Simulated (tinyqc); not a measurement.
# In-plane mass from two subband densities

Question. At zero temperature each occupied subband holds N_k = D (EF - E_k), D = md m0 q/(pi hbar^2) per eV. Two subbands are occupied. Find md, EF - E1 and EF - E2.

Constants: q = 1.602176634e-19 C, hbar = 1.054571817e-34 J s, m0 = 9.1093837015e-31 kg. Results are converted to the units shown.

N1, N2 (cm^-2): 4.4842795e12  1.9e11
E2 - E1 = 51.4 meV

Answer. N1 - N2 = D (E2 - E1) gives D and so md; each N_k/D is a distance to EF.

md = 0.200 m0
EF - E1 = 53.7 meV
EF - E2 = 2.27 meV

tinyqc, about 0.3 s, one thread, Intel Xeon 2.30GHz (shared host): `OMP_NUM_THREADS=1 python tinyqc.py 2140119 2140120 out.jsonl`
